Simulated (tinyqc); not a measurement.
# Gate voltage for a given inversion charge

Question. p-type body, charge-sheet picture, depletion and inversion only, full ionisation (an idealisation for deep acceptors), Boltzmann statistics (rough once Na exp(x - xn) passes about Nc/7). In units of Vt: xg = (Vg - Vfb)/Vt, x = psi/Vt, G = gamma/sqrt(Vt), xn = (2 phiF + Vc)/Vt. The implicit equation is (xg - x)^2 = G^2 [x - 1 + exp(x - xn)] for x above about 3. Cox = eps0 eox/tox. ni = sqrt(Nc Nv) exp(-Eg/(2 Vt)), Eg in volts; phiF = Vt ln(Na/ni); gamma = sqrt(2 q eps0 eps_r Na)/Cox. N_inv = (Cox Vt G/q) [sqrt(x - 1 + exp(x - xn)) - sqrt(x - 1)]. Find x - xn, psi and Vg.

Parameters, values chosen for the exercise; band and dielectric values close to those of silicon: temperature T = 300 K; band gap Eg = 1.1 eV; relative permittivity eps_r = 11.6; conduction-band density of states at T Nc = 2.79e19 cm^-3; valence-band density of states at T Nv = 2.61e19 cm^-3; relative permittivity of the gate insulator (close to zirconium oxide) eox = 25.1; insulator thickness tox = 6 nm; acceptor density Na = 2.3e17 cm^-3; flat-band voltage Vfb = -0.49 V; channel-body voltage Vc = 0 V.

Constants: q = 1.602176634e-19 C, kB = 1.380649e-23 J/K, Vt = kB T/q, eps0 = 8.8541878128e-14 F/cm where lengths are in cm. Results are converted to the units shown.

N_inv = 6.6e10 cm^-2

Solution. N_inv rises steadily with x, so it fixes x; the implicit equation then gives xg directly.

x - xn = 1.032
psi = 0.8803 V
Vg = 0.4618 V

Program tinyqc, `OMP_NUM_THREADS=1 python tinyqc.py 2122220 2122221 out.jsonl`; Intel Xeon 2.30GHz, shared host, one thread, about 0.01 s.
